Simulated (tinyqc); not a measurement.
Length of a molecular wire: coherent transport through a tight-binding bridge. Computed by the program tinyqc. T = Gamma_L Gamma_R |G_1n|^2 with the self-energies of semi-infinite chains.

A uniform bridge between two chains:
```
parameter                      value
site energy (eV)            4.760000
hopping in the bridge (eV)  1.430000
lead hopping (eV)           2.770000
couplings (eV)              0.8, 0.9
E (eV)                      0.370000
```

Transmission against length:
```
sites           T     ln T
2      1.8035e-03   -6.318
3      2.4644e-04   -8.308
4      3.3799e-05  -10.295
5      4.6377e-06  -12.281
6      6.3641e-07  -14.267
7      8.7332e-08  -16.254
8      1.1984e-08  -18.240
10     2.2567e-10  -22.212
```

Estimate the missing row, sites = 9.

Computed row:
```
sites           T     ln T
9      1.6445e-09  -20.226
```

E lies outside the band of the bridge (|E - e|/2h = 1.535 > 1), so T decays as exp(-beta n) with beta = 2 arccosh(1.535) = 1.9861 a site; the last two rows give 1.9861.
